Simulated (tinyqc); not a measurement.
LCCD on RHF in the sto-3g basis, for BeH2, spin multiplicity 1, step by step. Computed by tinyqc, a small Python program that keeps every step (integrals from PySCF). Settings: charge = 0, multiplicity = 1, basis = sto-3g, method = RHF, energy threshold = 1e-10, iteration cap = 66, orthogonalisation = canonical, start = atomic densities, DIIS depth = 6, amplitude equations = LCCD, DIIS depth for amplitudes = 6, cap on updates = 67. Command: `OMP_NUM_THREADS=1 python tinyqc.py 23984 23985 out.jsonl` (the two numbers bound the seeds that draw the settings). One thread of a shared host (Intel(R) Xeon(R) Processor @ 2.60GHz), about 0.1 s of CPU time with the checks. The early iterations of the SCF are left out here.

## One-electron integrals

Geometry (angstrom):
```
atom       x        y       z
Be    0.0000   0.0000  0.0000
H     0.0000   1.6410  0.0860
H     0.0000  -1.6410  0.0860
```

Basis sto-3g: exponents (1/bohr^2) and contraction coefficients of normalised primitives:
```
element  l (shell)  exponent  coefficient
Be           s (1)   30.1679       0.1543
Be           s (1)    5.4951       0.5353
Be           s (1)    1.4872       0.4446
Be           s (2)    1.3148      -0.1000
Be           s (2)    0.3055       0.3995
Be           s (2)    0.0994       0.7001
Be           p (3)    1.3148       0.1559
Be           p (3)    0.3055       0.6077
Be           p (3)    0.0994       0.3920
H            s (1)    3.4253       0.1543
H            s (1)    0.6239       0.5353
H            s (1)    0.1689       0.4446
```

Overlap, kinetic and nuclear-attraction integrals over the contracted functions; the nuclear repulsion is the sum of Za Zb / Rab.

nuclear repulsion = 2.737480 hartree

overlap S:
```
         1Be 1s  1Be 2s  1Be 2px  1Be 2py  1Be 2pz   2H 1s    3H 1s
1Be 1s   1.0000  0.2595   0.0000   0.0000   0.0000  0.0357   0.0357
1Be 2s   0.2595  1.0000   0.0000   0.0000   0.0000  0.3443   0.3443
1Be 2px  0.0000  0.0000   1.0000   0.0000   0.0000  0.0000   0.0000
1Be 2py  0.0000  0.0000   0.0000   1.0000   0.0000  0.4287  -0.4287
1Be 2pz  0.0000  0.0000   0.0000   0.0000   1.0000  0.0225   0.0225
2H 1s    0.0357  0.3443   0.0000   0.4287   0.0225  1.0000   0.0099
3H 1s    0.0357  0.3443   0.0000  -0.4287   0.0225  0.0099   1.0000
```

kinetic energy T (hartree):
```
          1Be 1s   1Be 2s  1Be 2px  1Be 2py  1Be 2pz    2H 1s    3H 1s
1Be 1s    6.6940  -0.0330   0.0000   0.0000   0.0000  -0.0101  -0.0101
1Be 2s   -0.0330   0.2111   0.0000   0.0000   0.0000   0.0309   0.0309
1Be 2px   0.0000   0.0000   0.6606   0.0000   0.0000   0.0000   0.0000
1Be 2py   0.0000   0.0000   0.0000   0.6606   0.0000   0.1060  -0.1060
1Be 2pz   0.0000   0.0000   0.0000   0.0000   0.6606   0.0056   0.0056
2H 1s    -0.0101   0.0309   0.0000   0.1060   0.0056   0.7600  -0.0044
3H 1s    -0.0101   0.0309   0.0000  -0.1060   0.0056  -0.0044   0.7600
```

nuclear attraction V (hartree):
```
           1Be 1s   1Be 2s  1Be 2px  1Be 2py  1Be 2pz    2H 1s    3H 1s
1Be 1s   -15.2052  -2.0664   0.0000   0.0000  -0.0013  -0.2829  -0.2829
1Be 2s    -2.0664  -2.9399   0.0000   0.0000  -0.0120  -0.9112  -0.9112
1Be 2px    0.0000   0.0000  -2.8654   0.0000   0.0000   0.0000   0.0000
1Be 2py    0.0000   0.0000   0.0000  -3.0325   0.0000  -1.1040   1.1040
1Be 2pz   -0.0013  -0.0120   0.0000   0.0000  -2.8658  -0.0587  -0.0587
2H 1s     -0.2829  -0.9112   0.0000  -1.1040  -0.0587  -2.6732  -0.0318
3H 1s     -0.2829  -0.9112   0.0000   1.1040  -0.0587  -0.0318  -2.6732
```

core Hamiltonian H = T + V (hartree):
```
          1Be 1s   1Be 2s  1Be 2px  1Be 2py  1Be 2pz    2H 1s    3H 1s
1Be 1s   -8.5112  -2.0994   0.0000   0.0000  -0.0013  -0.2931  -0.2931
1Be 2s   -2.0994  -2.7288   0.0000   0.0000  -0.0120  -0.8803  -0.8803
1Be 2px   0.0000   0.0000  -2.2048   0.0000   0.0000   0.0000   0.0000
1Be 2py   0.0000   0.0000   0.0000  -2.3720   0.0000  -0.9980   0.9980
1Be 2pz  -0.0013  -0.0120   0.0000   0.0000  -2.2053  -0.0532  -0.0532
2H 1s    -0.2931  -0.8803   0.0000  -0.9980  -0.0532  -1.9132  -0.0362
3H 1s    -0.2931  -0.8803   0.0000   0.9980  -0.0532  -0.0362  -1.9132
```

## Two-electron integrals

Functions are numbered as in S; the eight-fold symmetry (ij|kl) = (ji|kl) = (kl|ij) leaves the list below.

Two-electron integrals (ij|kl) in chemists' order, unique and non-zero (hartree):
```
(11|11) 2.2988      (21|11) 0.3920      (21|21) 0.0795      (22|11) 0.5710
(22|21) 0.1430      (22|22) 0.4177      (31|31) 0.0146      (32|31) 0.0219
(32|32) 0.0923      (33|11) 0.5696      (33|21) 0.1431      (33|22) 0.4176
(33|33) 0.4499      (41|41) 0.0146      (42|41) 0.0219      (42|42) 0.0923
(43|43) 0.0242      (44|11) 0.5696      (44|21) 0.1431      (44|22) 0.4176
(44|33) 0.4014      (44|44) 0.4499      (51|51) 0.0146      (52|51) 0.0219
(52|52) 0.0923      (53|53) 0.0242      (54|54) 0.0242      (55|11) 0.5696
(55|21) 0.1431      (55|22) 0.4176      (55|33) 0.4014      (55|44) 0.4014
(55|55) 0.4499      (61|11) 0.0533      (61|21) 0.0108      (61|22) 0.0196
(61|33) 0.0195      (61|41) 0.0009      (61|42) 0.0018      (61|44) 0.0199
(61|51) 4.98e-05    (61|52) 9.43e-05    (61|54) 2.10e-05    (61|55) 0.0195
(61|61) 0.0015      (62|11) 0.1504      (62|21) 0.0383      (62|22) 0.1249
(62|33) 0.1199      (62|41) 0.0050      (62|42) 0.0324      (62|44) 0.1347
(62|51) 2.60e-04    (62|52) 0.0017      (62|54) 0.0008      (62|55) 0.1200
(62|61) 0.0058      (62|62) 0.0596      (63|31) 0.0032      (63|32) 0.0158
(63|43) 0.0054      (63|53) 2.82e-04    (63|63) 0.0049      (64|11) 0.1695
(64|21) 0.0437      (64|22) 0.1489      (64|33) 0.1401      (64|41) 0.0079
(64|42) 0.0500      (64|44) 0.1662      (64|51) 2.47e-04    (64|52) 0.0018
(64|54) 0.0011      (64|55) 0.1402      (64|61) 0.0068      (64|62) 0.0801
(64|64) 0.1103      (65|11) 0.0089      (65|21) 0.0023      (65|22) 0.0078
(65|33) 0.0073      (65|41) 2.47e-04    (65|42) 0.0018      (65|44) 0.0081
(65|51) 0.0032      (65|52) 0.0159      (65|54) 0.0054      (65|55) 0.0079
(65|61) 3.56e-04    (65|62) 0.0042      (65|64) 0.0055      (65|65) 0.0052
(66|11) 0.3212      (66|21) 0.0832      (66|22) 0.3051      (66|33) 0.2837
(66|41) 0.0116      (66|42) 0.1010      (66|44) 0.3474      (66|51) 0.0006
(66|52) 0.0053      (66|54) 0.0033      (66|55) 0.2839      (66|61) 0.0127
(66|62) 0.1913      (66|64) 0.2712      (66|65) 0.0142      (66|66) 0.7746
(71|11) 0.0533      (71|21) 0.0108      (71|22) 0.0196      (71|33) 0.0195
(71|41) -0.0009     (71|42) -0.0018     (71|44) 0.0199      (71|51) 4.98e-05
(71|52) 9.43e-05    (71|54) -2.10e-05   (71|55) 0.0195      (71|61) 0.0014
(71|62) 0.0049      (71|64) 0.0054      (71|65) 3.05e-04    (71|66) 0.0105
(71|71) 0.0015      (72|11) 0.1504      (72|21) 0.0383      (72|22) 0.1249
(72|33) 0.1199      (72|41) -0.0050     (72|42) -0.0324     (72|44) 0.1347
(72|51) 2.60e-04    (72|52) 0.0017      (72|54) -0.0008     (72|55) 0.1200
(72|61) 0.0049      (72|62) 0.0286      (72|64) 0.0318      (72|65) 0.0020
(72|66) 0.0671      (72|71) 0.0058      (72|72) 0.0596      (73|31) 0.0032
(73|32) 0.0158      (73|43) -0.0054     (73|53) 2.82e-04    (73|63) 0.0018
(73|73) 0.0049      (74|11) -0.1695     (74|21) -0.0437     (74|22) -0.1489
(74|33) -0.1401     (74|41) 0.0079      (74|42) 0.0500      (74|44) -0.1662
(74|51) -2.47e-04   (74|52) -0.0018     (74|54) 0.0011      (74|55) -0.1402
(74|61) -0.0054     (74|62) -0.0318     (74|64) -0.0346     (74|65) -0.0022
(74|66) -0.0746     (74|71) -0.0068     (74|72) -0.0801     (74|74) 0.1103
(75|11) 0.0089      (75|21) 0.0023      (75|22) 0.0078      (75|33) 0.0073
(75|41) -2.47e-04   (75|42) -0.0018     (75|44) 0.0081      (75|51) 0.0032
(75|52) 0.0159      (75|54) -0.0054     (75|55) 0.0079      (75|61) 3.05e-04
(75|62) 0.0020      (75|64) 0.0022      (75|65) 0.0019      (75|66) 0.0048
(75|71) 3.56e-04    (75|72) 0.0042      (75|74) -0.0055     (75|75) 0.0052
(76|11) 0.0061      (76|21) 0.0015      (76|22) 0.0043      (76|33) 0.0042
(76|44) 0.0044      (76|51) 2.23e-05    (76|52) 1.12e-04    (76|55) 0.0042
(76|61) 2.07e-04    (76|62) 0.0013      (76|64) 0.0016      (76|65) 1.02e-04
(76|66) 0.0033      (76|71) 2.07e-04    (76|72) 0.0013      (76|74) -0.0016
(76|75) 1.02e-04    (76|76) 4.45e-05    (77|11) 0.3212      (77|21) 0.0832
(77|22) 0.3051      (77|33) 0.2837      (77|41) -0.0116     (77|42) -0.1010
(77|44) 0.3474      (77|51) 0.0006      (77|52) 0.0053      (77|54) -0.0033
(77|55) 0.2839      (77|61) 0.0105      (77|62) 0.0671      (77|64) 0.0746
(77|65) 0.0048      (77|66) 0.1612      (77|71) 0.0127      (77|72) 0.1913
(77|74) -0.2712     (77|75) 0.0142      (77|76) 0.0033      (77|77) 0.7746
```

## Orthogonalisation

S = U s U^T; canonical form X = U s^(-1/2), so that X^T S X = 1. Each column of U has its largest component positive (the first on a tie).

eigenvalues of S: 0.3887  0.4712  0.9554  1.0000  1.0050  1.5783  1.6014

X:
```
               1        2        3       4        5       6        7
1Be 1s    0.0000  -0.4283   0.8576  0.0000  -0.2791  0.2898   0.0000
1Be 2s    0.0000   1.0503  -0.0594  0.0000  -0.0342  0.5490   0.0000
1Be 2px   0.0000   0.0000   0.0000  1.0000   0.0000  0.0000   0.0000
1Be 2py   1.1295   0.0000   0.0000  0.0000   0.0000  0.0000   0.5611
1Be 2pz   0.0000   0.0548   0.3219  0.0000   0.9455  0.0273   0.0000
2H 1s    -0.8052  -0.6452  -0.3194  0.0000   0.1049  0.3518   0.3935
3H 1s     0.8052  -0.6452  -0.3194  0.0000   0.1049  0.3518  -0.3935
```

## Iteration 7 (converged): orbitals

converged F (hartree):
```
          1Be 1s   1Be 2s  1Be 2px  1Be 2py  1Be 2pz    2H 1s    3H 1s
1Be 1s   -4.5350  -1.2906   0.0000   0.0000   0.0012  -0.1838  -0.1838
1Be 2s   -1.2906  -0.5844   0.0000   0.0000  -0.0078  -0.3159  -0.3159
1Be 2px   0.0000   0.0000   0.2133   0.0000   0.0000   0.0000   0.0000
1Be 2py   0.0000   0.0000   0.0000  -0.1196   0.0000  -0.2902   0.2902
1Be 2pz   0.0012  -0.0078   0.0000   0.0000   0.2128  -0.0117  -0.0117
2H 1s    -0.1838  -0.3159   0.0000  -0.2902  -0.0117  -0.2127  -0.0081
3H 1s    -0.1838  -0.3159   0.0000   0.2902  -0.0117  -0.0081  -0.2127
```

Diagonalise F' = X^T F X, C = X C', fill 3 alpha and 3 beta electrons from the bottom; D = 2 C_occ C_occ^T. Each column has its largest component positive (the first on a tie).

F' = X^T F X (hartree):
```
        1        2        3       4        5        6        7
1  0.6378   0.0000   0.0000  0.0000   0.0000   0.0000   0.0582
2  0.0000   0.1551   0.7632  0.0000  -0.2482   0.3512   0.0000
3  0.0000   0.7632  -3.0458  0.0000   1.1191  -1.5986   0.0000
4  0.0000   0.0000   0.0000  0.2133   0.0000   0.0000   0.0000
5  0.0000  -0.2482   1.1191  0.0000  -0.1719   0.5621   0.0000
6  0.0000   0.3512  -1.5986  0.0000   0.5621  -1.3419   0.0000
7  0.0582   0.0000   0.0000  0.0000   0.0000   0.0000  -0.3573
```

orbital energies (hartree): MO1 -4.5384, MO2 -0.4054, MO3 -0.3607, MO4 0.2113, MO5 0.2133, MO6 0.3280, MO7 0.6412

coefficients C:
```
             MO1      MO2      MO3      MO4     MO5      MO6      MO7
1Be 1s    0.9919  -0.2108   0.0000   0.0362  0.0000  -0.2262   0.0000
1Be 2s    0.0307   0.6223   0.0000  -0.1497  0.0000   0.9993   0.0000
1Be 2px   0.0000   0.0000   0.0000   0.0000  1.0000   0.0000   0.0000
1Be 2py   0.0000   0.0000   0.4944   0.0000  0.0000   0.0000   1.1602
1Be 2pz  -0.0001   0.0115   0.0000   0.9874  0.0000   0.1618   0.0000
2H 1s    -0.0038   0.3926   0.4397   0.0807  0.0000  -0.7017  -0.7809
3H 1s    -0.0038   0.3926  -0.4397   0.0807  0.0000  -0.7017   0.7809
```

D after iteration 7:
```
          1Be 1s   1Be 2s  1Be 2px  1Be 2py  1Be 2pz    2H 1s    3H 1s
1Be 1s    2.0567  -0.2014   0.0000   0.0000  -0.0050  -0.1731  -0.1731
1Be 2s   -0.2014   0.7763   0.0000   0.0000   0.0143   0.4884   0.4884
1Be 2px   0.0000   0.0000   0.0000   0.0000   0.0000   0.0000   0.0000
1Be 2py   0.0000   0.0000   0.0000   0.4888   0.0000   0.4347  -0.4347
1Be 2pz  -0.0050   0.0143   0.0000   0.0000   0.0003   0.0090   0.0090
2H 1s    -0.1731   0.4884   0.0000   0.4347   0.0090   0.6949  -0.0784
3H 1s    -0.1731   0.4884   0.0000  -0.4347   0.0090  -0.0784   0.6949
```

## Convergence

Stop when the energy changes by less than 1e-10 hartree and every element of the error matrix X^T (F D S - S D F) X is below 3e-06.

Course of the cycle:
```
iteration  E (hartree)     change  largest element of the error matrix
1           -15.250411          -                             2.68e-01
2           -15.468474  -2.18e-01                             1.49e-01
3           -15.488789  -2.03e-02                             2.39e-02
4           -15.489831  -1.04e-03                             9.87e-04
5           -15.489833  -1.89e-06                             1.19e-04
6           -15.489833  -3.30e-08                             7.16e-06
7           -15.489833  -7.28e-11                             3.14e-07
```

PySCF RHF in the same basis = -15.489833 hartree

Converged in 7 iterations.

## Integrals over molecular orbitals

(pq|rs) = sum C_ip C_jq C_kr C_ls (ij|kl), one index at a time.

one-electron integrals over orbitals h = C^T H C (hartree):
```
         1        2        3        4        5        6        7
1  -8.5000   0.2055   0.0000  -0.0355   0.0000   0.2012   0.0000
2   0.2055  -2.2496   0.0000   0.0253   0.0000  -0.2589   0.0000
3   0.0000   0.0000  -2.1732   0.0000   0.0000   0.0000  -0.3192
4  -0.0355   0.0253   0.0000  -2.1994   0.0000  -0.0410   0.0000
5   0.0000   0.0000   0.0000   0.0000  -2.2048   0.0000   0.0000
6   0.2012  -0.2589   0.0000  -0.0410   0.0000  -1.8854   0.0000
7   0.0000   0.0000  -0.3192   0.0000   0.0000   0.0000  -1.8652
```

Two-electron integrals over orbitals (pq|rs), unique and non-zero (hartree):
```
(11|11) 2.2721      (21|11) -0.1852     (21|21) 0.0233      (22|11) 0.4505
(22|21) -0.0056     (22|22) 0.3671      (31|31) 0.0049      (32|31) 0.0103
(32|32) 0.1564      (33|11) 0.4083      (33|21) -0.0023     (33|22) 0.3779
(33|33) 0.4013      (41|11) 0.0309      (41|21) -0.0037     (41|22) 0.0018
(41|33) 0.0010      (41|41) 0.0160      (42|11) -0.0182     (42|21) 0.0010
(42|22) 0.0047      (42|33) 0.0071      (42|41) 0.0144      (42|42) 0.0475
(43|31) -1.24e-04   (43|32) 0.0115      (43|43) 0.0131      (44|11) 0.5670
(44|21) -0.0072     (44|22) 0.3485      (44|33) 0.3282      (44|41) -0.0039
(44|42) -0.0224     (44|44) 0.4506      (51|51) 0.0157      (52|51) 0.0149
(52|52) 0.0471      (53|53) 0.0118      (54|51) -0.0025     (54|52) -0.0069
(54|54) 0.0249      (55|11) 0.5692      (55|21) -0.0071     (55|22) 0.3492
(55|33) 0.3280      (55|41) 0.0010      (55|42) -0.0091     (55|44) 0.4004
(55|55) 0.4499      (61|11) -0.1906     (61|21) 0.0245      (61|22) -0.0056
(61|33) -0.0026     (61|41) -0.0017     (61|42) 0.0030      (61|44) -0.0066
(61|55) -0.0058     (61|61) 0.0261      (62|11) 0.1413      (62|21) -0.0058
(62|22) -0.0114     (62|33) -0.0395     (62|41) 0.0030      (62|42) -0.0044
(62|44) 0.0676      (62|55) 0.0712      (62|61) -0.0049     (62|62) 0.0846
(63|31) -5.33e-05   (63|32) -0.0913     (63|43) -0.0100     (63|63) 0.0880
(64|11) 0.0163      (64|21) 1.64e-04    (64|22) 0.0007      (64|33) -0.0045
(64|41) 0.0151      (64|42) 0.0420      (64|44) -4.26e-04   (64|55) 0.0073
(64|61) 0.0024      (64|62) 0.0185      (64|64) 0.0462      (65|51) 0.0158
(65|52) 0.0458      (65|54) -0.0041     (65|65) 0.0478      (66|11) 0.4552
(66|21) -0.0065     (66|22) 0.3703      (66|33) 0.3806      (66|41) 0.0061
(66|42) 0.0180      (66|44) 0.3448      (66|55) 0.3481      (66|61) -0.0056
(66|62) -0.0226     (66|64) 0.0106      (66|66) 0.3908      (71|31) 0.0091
(71|32) 0.0167      (71|43) -3.63e-04   (71|63) 0.0006      (71|71) 0.0173
(72|31) 0.0047      (72|32) -0.0378     (72|43) -0.0090     (72|63) 0.0628
(72|71) 0.0086      (72|72) 0.0576      (73|11) 0.1521      (73|21) -0.0038
(73|22) 0.0022      (73|33) -0.0182     (73|41) 1.78e-04    (73|42) -0.0122
(73|44) 0.0720      (73|55) 0.0731      (73|61) -0.0035     (73|62) 0.0798
(73|64) 0.0101      (73|66) -0.0190     (73|73) 0.0888      (74|31) -0.0016
(74|32) -0.0198     (74|43) 0.0115      (74|63) 0.0131      (74|71) -0.0028
(74|72) 0.0042      (74|74) 0.0196      (75|53) 0.0131      (75|75) 0.0170
(76|31) 0.0093      (76|32) 0.1370      (76|43) 0.0126      (76|63) -0.0892
(76|71) 0.0156      (76|72) -0.0448     (76|74) -0.0169     (76|76) 0.1326
(77|11) 0.5361      (77|21) -0.0071     (77|22) 0.3920      (77|33) 0.4069
(77|41) 0.0010      (77|42) 0.0013      (77|44) 0.3737      (77|55) 0.3732
(77|61) -0.0071     (77|62) -0.0143     (77|64) -0.0035     (77|66) 0.4015
(77|73) 0.0068      (77|77) 0.4437
```

## LCCD: starting amplitudes

t_ij^ab = <ij||ab> / (e_i + e_j - e_a - e_b), whose energy is MP2.

Starting amplitudes (spin orbitals 1a, 1b, ...; amplitudes related by a flip of all spins are not repeated; the 24 largest):
```
from      to        t
3a 3b  6a 6b  -0.0639
2a 2b  6a 6b  -0.0577
2a 3b  6a 7b  -0.0460
3a 3b  7a 7b  -0.0443
2a 2b  4a 4b  -0.0385
2a 2b  5a 5b  -0.0380
2a 3b  6b 7a   0.0362
2a 2b  7a 7b  -0.0275
3a 3b  4a 4b  -0.0115
3a 3b  5a 5b  -0.0103
2a 3a  6a 7a  -0.0098
3a 3b  4a 6b   0.0079
2a 3b  4a 7b   0.0076
2a 3b  4b 7a  -0.0055
2a 2b  4a 6b   0.0033
1a 2b  5a 5b  -0.0028
1a 2b  4a 4b  -0.0027
1a 1b  6a 6b  -0.0027
2a 3a  4a 7a   0.0020
1a 1b  4a 4b  -0.0017
1a 1b  7a 7b  -0.0017
1a 1b  5a 5b  -0.0017
1a 2b  7a 7b  -0.0014
1a 2b  6a 6b   0.0009
```

correlation energy = -0.032986 hartree

## LCCD: amplitude update 1

t_ij^ab D_ij^ab are set to the remaining terms of the spin-orbital equations, evaluated with the old amplitudes; for the doubles these are <ij||ab> + 1/2 <ab||ef> t_ij^ef + 1/2 <mn||ij> t_mn^ab + P(ij)P(ab) <mb||ej> t_im^ae, D the orbital-energy denominators (linear CCD).

Amplitudes after update 1 (spin orbitals 1a, 1b, ...; amplitudes related by a flip of all spins are not repeated; the 24 largest):
```
from      to        t
3a 3b  6a 6b  -0.0921
2a 2b  6a 6b  -0.0770
2a 3b  6a 7b  -0.0654
3a 3b  7a 7b  -0.0579
2a 3b  6b 7a   0.0543
2a 2b  4a 4b  -0.0488
2a 2b  5a 5b  -0.0481
2a 2b  7a 7b  -0.0376
3a 3b  4a 6b   0.0130
2a 3a  6a 7a  -0.0111
2a 3b  4a 7b   0.0107
2a 3b  4b 7a  -0.0083
3a 3b  4a 4b  -0.0073
3a 3b  5a 5b  -0.0054
2a 2b  4a 6b   0.0047
1a 2b  5a 5b  -0.0031
1a 2b  4a 4b  -0.0030
2a 3a  4a 7a   0.0024
1a 1b  6a 6b  -0.0022
1a 2b  7a 7b  -0.0016
1a 1b  4a 4b  -0.0016
1a 1b  5a 5b  -0.0015
1a 1b  7a 7b  -0.0015
1a 2b  6a 6b   0.0009
```

correlation energy = -0.045400 hartree

## LCCD: convergence

E_corr = 1/4 sum <ij||ab> t_ij^ab; stop when the norm of the change is below 1e-8.

Course of the amplitude iterations:
```
update  correlation energy (hartree)  norm of the change
0                          -0.032986                   -
1                          -0.045400            1.13e-01
2                          -0.050516            5.00e-02
3                          -0.054497            2.30e-02
4                          -0.054485            2.81e-03
5                          -0.054488            9.00e-04
6                          -0.054490            9.93e-05
7                          -0.054490            3.04e-05
8                          -0.054490            6.12e-06
9                          -0.054490            1.33e-06
10                         -0.054490            1.40e-07
11                         -0.054490            5.28e-08
12                         -0.054490            1.63e-08
13                         -0.054490            5.09e-09
```

Converged amplitudes (spin orbitals 1a, 1b, ...; amplitudes related by a flip of all spins are not repeated; the 24 largest):
```
from      to        t
3a 3b  6a 6b  -0.1209
2a 2b  6a 6b  -0.0877
2a 3b  6a 7b  -0.0792
2a 3b  6b 7a   0.0675
3a 3b  7a 7b  -0.0652
2a 2b  4a 4b  -0.0556
2a 2b  5a 5b  -0.0549
2a 2b  7a 7b  -0.0465
3a 3b  4a 6b   0.0195
2a 3b  4a 7b   0.0129
2a 3a  6a 7a  -0.0117
2a 3b  4b 7a  -0.0104
3a 3b  5a 5b   0.0054
2a 2b  4a 6b   0.0052
1a 2b  5a 5b  -0.0031
1a 2b  4a 4b  -0.0030
2a 3a  4a 7a   0.0025
3a 3b  4a 4b   0.0023
1a 1b  6a 6b  -0.0021
1a 2b  7a 7b  -0.0016
1a 1b  4a 4b  -0.0016
1a 1b  5a 5b  -0.0015
1a 1b  7a 7b  -0.0015
1a 2b  6a 6b   0.0010
```

LCCD total energy = -15.544323 hartree

Converged in 13 updates, with DIIS from the third.
